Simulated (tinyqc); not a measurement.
Grain-boundary trapping model (Seto) of a polycrystalline semiconductor film: one step, computed by the program tinyqc.

Grains of equal size L are joined by thin boundaries with one trap level. Trapped carriers deplete a width W on each side and raise a barrier, crossed by thermionic emission. Dopants are fully ionised, statistics are non-degenerate and mu_g does not depend on T.

Problem. Critical doping. If all traps fill, the grain is just depleted at N* = Q_t/L, with the barrier e Q_t L/(8 eps eps_0).

Inputs (values chosen for the exercise, modelled on polycrystalline ZnO): permittivity eps = 8.3; grain size L = 25 nm; trap density Q_t = 8.7e+11 1/cm^2.

Grain interior: neglected.

Constants: e = 1.602176634e-19 C; eps_0 = 8.8541878128e-12 F/m; k_B = 8.617333262e-05 eV/K.

Give: N*; barrier at N* with all traps filled.

Solution.

N* = 3.48e+17 1/cm^3

barrier at N* with all traps filled = 0.059272 V
